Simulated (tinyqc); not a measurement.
## Gain factor and gap resistance from two string resistances

Problem. At small bit-line voltage each of the 48 cells has the resistance 1/(K x) at overdrive x (no mobility reduction) in series with a gap resistance Rg. Find K, Rg and the share of the gaps at the higher overdrive.

resistance of a string of 48 equal cells at overdrives of 4.2 and 8.9 V (kohm): [505.14286, 263.73034]

Solution. The resistance per cell is a straight line in 1/x with slope 1/K and intercept Rg.

K = 25.0 uA/V^2
Rg = 1.00 kohm
share of the gaps = 18.2 %

tinyqc, about 0.5 s, one thread, Intel Xeon 2.30GHz (shared host): `OMP_NUM_THREADS=1 python tinyqc.py 2142055 2142056 out.jsonl`
